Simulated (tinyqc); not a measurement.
# One-dimensional ballistic tunnel FET, two-band WKB: what changes with what

A p-type source for x < 0 with its Fermi level at 0 and its valence edge at ds; in the channel the bands fall as D exp(-x/lam) towards their flat values, with the conduction edge at Ec = ds - dP and D = dP + Eg. The gate moves dP one to one. The drain Fermi level lies at -Vd and the drain side reflects nothing. For w = E - Ec between 0 and dP an electron crosses the gap. Two-band dispersion with equal masses m: inside the gap kappa = sqrt(m u (1 - u/Eg)/C), u the distance from a band edge, C = hbar^2/(2 m0).

Values chosen for this exercise; band and dielectric values close to those of indium phosphide: temperature T = 300 K; band gap Eg = 1.35 eV; band-edge mass of the two-band model m = 0.081 m0; screening length of the source junction lam = 3.9 nm; source valence edge above the source Fermi level ds = 0.07 eV; drain bias Vd = 0.1 V; number of degenerate subbands (spin apart) g = 2; tunnelling window Ev(source) - Ec(channel) dP = 0.25 eV.

Constants: q = 1.602176634e-19 C, kB = 1.380649e-23 J/K, hbar = 1.054571817e-34 J s, h = 6.62607015e-34 J s, m0 = 9.1093837015e-31 kg, Vt = kB T/q, hbar^2/(2 m0) = 0.0380998212 eV nm^2. Results are converted to the units shown.

Each table varies one quantity; the others keep the values above.

## Effect of the band gap with the mass tied to it

The mass follows the gap, m = 0.081 Eg/1.35 eV. S(w) = 2 lam int_0^Eg kappa(u) du/(w + Eg - u) = 2 pi lam sqrt(m/(C Eg)) [w + Eg/2 - sqrt(w (w + Eg))], T(w) = exp(-S). I = g (2 q^2/h) int_0^dP T(w) [f(E) - f(E + Vd)] dw, E = ds - dP + w, f(x) = 1/(1 + exp(x/Vt)). Swing = d(dP)/d(log10 I).

Result of one run:
```
Eg (eV)  T(w = dP)   I (uA)  swing (mV/decade)
0.89      0.007045  0.02802              152.4
```

What becomes of these results when the band gap Eg is changed from 0.89 to 1.23 eV, all else the same?

Result of the changed run:
```
Eg (eV)  T(w = dP)    I (uA)  swing (mV/decade)
1.23      3.728e-4  0.001037              120.0
```

The whole series:
```
Eg (eV)  T(w = dP)    I (uA)  swing (mV/decade)
0.2         0.6385     7.202              574.5
0.37        0.2808     2.338              317.2
0.54       0.09783    0.6199              227.6
0.71       0.02903    0.1445              181.8
0.89      0.007045   0.02802              152.4
1.06      0.001682  0.005541              133.7
1.23      3.728e-4  0.001037              120.0
1.4       7.765e-5  1.853e-4              109.4
```

T(w = dP) falls from 0.638 to 7.77e-5 and I falls from 7.20 to 1.85e-4 uA; the swing falls from 575 to 109 mV/decade. With m/Eg fixed, S depends on the gap only through w + Eg/2 - sqrt(w (w + Eg)). For Eg = 0.2, 0.37 S at w = dP is below 2, where a WKB prefactor of 1 is a rough guess.

## Effect of the source degeneracy

Same model as above.

Result of one run:
```
ds (eV)    I (uA)  swing (mV/decade)
-0.05    5.444e-4              142.5
```

What becomes of these results when the source valence edge above the source Fermi level ds is changed from -0.05 to 0.15 eV, all else the same?

Result of the changed run:
```
ds (eV)    I (uA)  swing (mV/decade)
0.15     5.455e-5              83.96
```

The whole series:
```
ds (eV)    I (uA)  swing (mV/decade)
-0.05    5.444e-4              142.5
0        6.473e-4              133.5
0.05     4.189e-4              119.2
0.1      1.764e-4              101.3
0.15     5.455e-5              83.96
0.2      1.260e-5              70.16
0.25     2.237e-6              62.07
0.3      3.411e-7              59.38
```

I goes from 5.44e-4 through a maximum of 6.47e-4 (at ds = 0 eV among the rows listed) to 3.41e-7 uA, and the swing falls from 142 to 59.4 mV/decade. The screening length is held fixed, though doping would change it.

## Output curve

Same model as above.

Output curve:
```
Vd (V)    I (uA)
0.02    1.083e-4
0.09    2.982e-4
0.16    3.367e-4
0.24    3.412e-4
0.31    3.414e-4
0.38    3.414e-4
0.45    3.414e-4
0.53    3.414e-4
0.6     3.414e-4
```

I rises from 1.08e-4 to 3.41e-4 uA; it reaches 95 % of the last value at Vd = 0.16 V among the rows. The drain Fermi level passes the channel conduction edge at Vd = dP - ds = 0.180 V, after which the back flow dies out. The window dP is held fixed.

Computed by the program tinyqc: `OMP_NUM_THREADS=1 python tinyqc.py 2620045 2620046 out.jsonl`, one thread of a shared Intel Xeon 2.30GHz, about 0.01 s for the whole run.
